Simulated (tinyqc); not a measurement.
Spin coating of a resist or spin-on film: centrifugal thinning, evaporation and the final thickness (Emslie and Meyerhofer models): one step, computed by the program tinyqc. Command: `OMP_NUM_THREADS=1 python tinyqc.py 3113494 3113495 out.jsonl spincoat walk`. One thread of a shared host (Intel(R) Xeon(R) Processor @ 2.30GHz), about 0.09 s of CPU time with the checks.

A Newtonian film stays uniform over the wafer; solvent and solids have the same density and the concentration is uniform through the thickness.

Problem. First explicit step of the full model. omega = 2 pi f/60; nu(c) = nu_s + k c^gamma; evaporation rate e = e0 sqrt(f/1000 rpm). Solids s and liquid l per area start at s = c0 h0, l = (1 - c0) h0. With h = h0 and c = c0: Q = K h^3, K = 2 omega^2/(3 nu); one Euler step of length dt = 0.01 h0/Q for s and l, ds/dt = -c Q, dl/dt = -(1 - c) Q - e.

Inputs (values chosen for the exercise, of the order of those of a polymer resist in an ester solvent): solids volume fraction c0 = 0.12; starting thickness h0 = 500 micrometre.

flow constant K = 8.563173e-04 1/(micrometre^2 s)

evaporation rate e = 0.099 micrometre/s

Give: Q; dt; s; l; Q/e at the start.

Solution.

Q = 1.070e+05 micrometre/s

dt = 4.671e-05 s

s = 59.4 micrometre

l = 435.6 micrometre

Q/e at the start = 1.081e+06
